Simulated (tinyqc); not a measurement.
Inside a calculation: defect, radiative and Auger recombination at equal electron and hole densities (ABC model). Values are carried at full precision from step to step, so a last printed digit may differ when a step is redone from the rounded ones.

J/(e d) = Ae n + B n^2 + C n^3 with Ae = A + 4 S/w (four side walls, carriers spread evenly), e = 1.602176634e-19 C, lengths in cm; internal efficiency IQE = B n^2/(Ae n + B n^2 + C n^3); all injected carriers recombine in the layer.

Parameters, chosen for this exercise (orders of magnitude like those quoted for Si; shifted at random, so the results belong to these values and not to a real crystal):
- A = 3700 1/s (defect rate)
- B = 4.6e-15 cm^3/s (radiative coefficient)
- C = 4e-30 cm^6/s (Auger coefficient)
- S = 0 cm/s (recombination velocity of the side walls)
- w = 3600 micrometre (side of the square mesa)
- d = 130000 nm (active thickness)
- J = 1.4 A/cm^2 (current density)
- ex = 0.14 (extraction efficiency)
- Eph = 1.12 eV (photon energy)

## The efficiency peak

IQE peaks at n_p = sqrt(Ae/C); with Q = B/sqrt(Ae C), IQE_max = Q/(Q + 2).

Ae = 3700 1/s
n_p = 3.041e+16 1/cm^3
Q = 0.03781
IQE_max = 0.0186
J at the peak = 0.478 A/cm^2

The side walls are taken as passivated.

## Carrier density at the given current

G = J/(e d). Newton steps from the smallest of G/Ae, sqrt(G/B) and (G/C)^(1/3); stop when the relative step is below 1e-9.

G = 6.722e+20 1/(cm^3 s)

Newton steps:
```
step  n (1/cm^3)   rate/G  relative step
1     5.5183e+16  1.32460         -0.097
2     4.9829e+16  1.02753         -0.011
3     4.9284e+16  1.00027       -0.00011
4     4.9278e+16  1.00000       -1.0e-08
5     4.9278e+16  1.00000       -1.6e-16
```

n = 4.928e+16 1/cm^3

The start is an upper bound and the function is convex, so the steps fall monotonically; 5 are needed.

## Shares, lifetimes and light

Shares of the three paths; lifetime n/G = 1/(Ae + B n + C n^2); differential lifetime 1/(Ae + 2 B n + 3 C n^2) and bandwidth 1/(2 pi tau_d); optical power density ex IQE J Eph/e.

shares: defect 0.2713, radiative 0.0166, Auger 0.7121

lifetime = 7.33e+04 ns
differential lifetime = 3.00e+04 ns
bandwidth = 0.00530 MHz
optical power density = 0.00365 W/cm^2

The Auger path is the largest; the device runs above its efficiency peak, where the defect and Auger shares are equal.

## Checks

- Density from Newton steps against bisection (1/cm^3): both 4.9278e+16.

Run: tinyqc, `OMP_NUM_THREADS=1 python tinyqc.py 1680690 1680691 out.jsonl`; Intel(R) Xeon(R) Processor @ 2.30GHz, one thread, shared host; about 0.01 s of CPU time with all checks.
